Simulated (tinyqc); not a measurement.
Energy and delay of logic against supply voltage: course of the iteration.

One expression serves below and above threshold: I(Vg) = Ik [ln(1 + exp((Vg - VT + dd V)/(al nf Vt)))]^al, with I_on = I(V) and I_off = I(0). Gate delay td = kd C V/I_on, clock period LD td. Per gate and cycle the switching energy is act C V^2 and the leakage energy I_off V LD td. No short-circuit current, no variation. Minima are sought above 0.09 V; below a few Vt gates no longer switch and the model has no meaning.

Start: V = 0.13 V.

Minimum-energy supply: E(V) is the energy per gate and cycle; with h = 0.001 V, E' = (E(V + h) - E(V - h))/(2 h), E'' = (E(V - h) - 2 E(V) + E(V + h))/h^2, V(new) = V - E'/E''.

Stop when the step is below 1e-9 V, or after 40 iterations.

Values chosen for this exercise; values of the order met in logic technologies: temperature T = 300 K; threshold voltage at zero drain bias VT = 0.25 V; slope factor nf = 1.42; barrier lowering per volt of supply dd = 0.07; specific current of a gate Ik = 0.73 uA; exponent of the current law al = 1.64; load capacitance of a gate C = 2.3 fF; delay factor kd = 1.1; logic depth LD = 12; activity factor act = 0.2.

Constants: q = 1.602176634e-19 C, kB = 1.380649e-23 J/K, Vt = kB T/q. Results are converted to the units shown.

Course of the iteration:
```
iteration	V before the step (V)	step (V)
1	0.13	0.0394
2	0.169445	-0.0135
3	0.155979	-3.45e-4
4	0.155634	-5.18e-7
5	0.155633	-2.70e-11
```

Did this iteration meet its convergence test, and what does its course show?

Yes. Converged in 5 iterations. There leakage makes up 53.0 % of the energy and the clock runs at 13.2 MHz.

Numbers from tinyqc (`OMP_NUM_THREADS=1 python tinyqc.py 2082022 2082023 out.jsonl`; about 0.01 s on one thread of a shared Intel Xeon 2.30GHz).
